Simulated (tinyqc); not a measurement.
Heavy and light holes: cyclotron masses of warped hole bands.

Inputs chosen for the exercise (near those of Si; the results hold for these values, not for the real material):
- g1 = 4.23 (Luttinger gamma1)
- g2 = 0.34 (gamma2)
- g3 = 1.44 (gamma3)
- ths = (0, 15, 30, 45, 60, 75, 90) degrees (angles)

E = c k^2 f(n) with f = g1 -/+ 2 sqrt(g2^2 + 3 (g3^2 - g2^2)(nx^2 ny^2 + ny^2 nz^2 + nz^2 nx^2)). For the orbit through k = 0 perpendicular to b = (sin(theta)/sqrt2, sin(theta)/sqrt2, cos(theta)), mc is the mean of 1/f over the directions n in that plane (180 evenly spaced angles). Quantum effects of the lowest levels are left out.

Cyclotron masses (m0):
```
theta (degrees)   heavy   light
0                0.4264  0.1696
15               0.4557  0.1637
30               0.5225  0.1548
45               0.5752  0.1492
75               0.5687  0.1521
90               0.5602  0.1559
```

Give the missing row, theta (degrees) = 60.

Computed row:
```
theta (degrees)   heavy   light
60               0.5821  0.1485
```

The heavy mass varies by 37 % over the table, with its largest listed value at 60 degrees ([111] lies at 54.7) and its smallest at 0; the light mass varies by 14.2 %. The warping term enters both with the same size, but it is set against a small inverse mass in one and a large one in the other (along [111], g1 - 2 g3 = 1.35 and g1 + 2 g3 = 7.11).

Program tinyqc; command `OMP_NUM_THREADS=1 python tinyqc.py 1282020 1282021 out.jsonl`; about 0.01 s on one thread of a shared Intel(R) Xeon(R) Processor @ 2.30GHz.
